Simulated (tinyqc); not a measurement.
# Polarisation charge from two barrier thicknesses

Question. Voff = phiB - dEc - q sigma d/(eps0 eb). Find sigma, phiB - dEc and the thickness at which Voff = 0.

Constants: q = 1.602176634e-19 C, eps0 = 8.8541878128e-14 F/cm where lengths are in cm. Results are converted to the units shown.

Voff at d = 16 and 37 nm (V): -1.8984778  -5.4003298
eb = 9.3133000

Answer. Voff is a straight line in d: its slope is -q sigma/(eps0 eb) and its intercept phiB - dEc.

sigma = 8.58e12 cm^-2
phiB - dEc = 0.770 V
thickness for Voff = 0 = 4.62 nm

Program tinyqc, `OMP_NUM_THREADS=1 python tinyqc.py 2180009 2180010 out.jsonl`; Intel Xeon 2.30GHz, shared host, one thread, about 0.01 s.
